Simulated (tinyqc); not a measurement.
Floating body of a partially depleted SOI transistor: body voltage and kink: one step of the calculation.

Source at 0 V. Channel current Ic = 2 nf K Vt^2 [F(0) - F(Vd)](1 + la Vd), F(V) = ln^2(1 + exp((Vg - VT - nf V)/(2 nf Vt))), VT = VT0 - gb Vb. Saturation voltage Vs = 2 Vt sqrt(F(0)) + 3 Vt, excess Ve = (Vd - Vs + sqrt((Vd - Vs)^2 + 0.0004 V^2))/2, multiplication M1 = Ai Ve exp(-Bl/Ve). Each junction passes D(v) = J1 (exp(v/Vt) - 1) + J2 (exp(v/(2 Vt)) - 1). Bipolar current Ib = bb J1 (exp(Vb/Vt) - 1). The body settles where M1 (Ic + Ib) = D(Vb) + D(Vb - Vd) + Vb/Rb; drain current Id = (1 + M1)(Ic + Ib) - D(Vb - Vd).

Task. Drain current with floating and with grounded body. Id and VT at the converged Vb, Id at Vb = 0, their ratio, and the bipolar share Ib/(Ic + Ib).

Values chosen for this exercise; values of the order met in partially depleted silicon-on-insulator transistors:
- T = 358 K (temperature)
- VT0 = 0.33 V (threshold at zero body voltage)
- gb = 0.28 (fall of the threshold per volt of body voltage)
- nf = 1.44 (slope factor)
- K = 190 uA/(V^2 um) (gain factor per width)
- la = 0.06 1/V (channel-length modulation factor)
- Ai = 1.05 1/V (impact-ionisation prefactor)
- Bl = 7.1 V (impact-ionisation voltage)
- J1 = 5.2e-11 uA/um (diffusion saturation current of each junction)
- J2 = 1.1e-8 uA/um (recombination saturation current of each junction)
- bb = 1 (gain of the lateral bipolar transistor on the diffusion current)
- Rb = 1e9 kohm um (resistance of a weak body tie to the source (1e9 stands for no tie, and the term is then dropped))
- Vg = 0.35 V (gate voltage)
- Vd = 1.4 V (drain voltage)

Constants: q = 1.602176634e-19 C, kB = 1.380649e-23 J/K, Vt = kB T/q. Results are converted to the units shown.

converged Vb = 0.58012382 V

Find: VT; Id, floating; Id, grounded; ratio; bipolar share.

Result.

VT = 0.16757 V
Id, floating = 2.6836 uA/um
Id, grounded = 0.37397 uA/um
ratio = 7.1761
bipolar share = 0.28529 %

The body rises to 0.580 V and lowers the threshold by 162 mV.

Range of the model: The multiplication law is an empirical form chosen for the exercise; self-heating and capacitive coupling to the body are left out, and the linear laws are rough once Vb passes about 0.7 V or M1 about 0.1.

Program tinyqc, `OMP_NUM_THREADS=1 python tinyqc.py 2182187 2182188 out.jsonl`; Intel Xeon 2.30GHz, shared host, one thread, about 0.2 s.
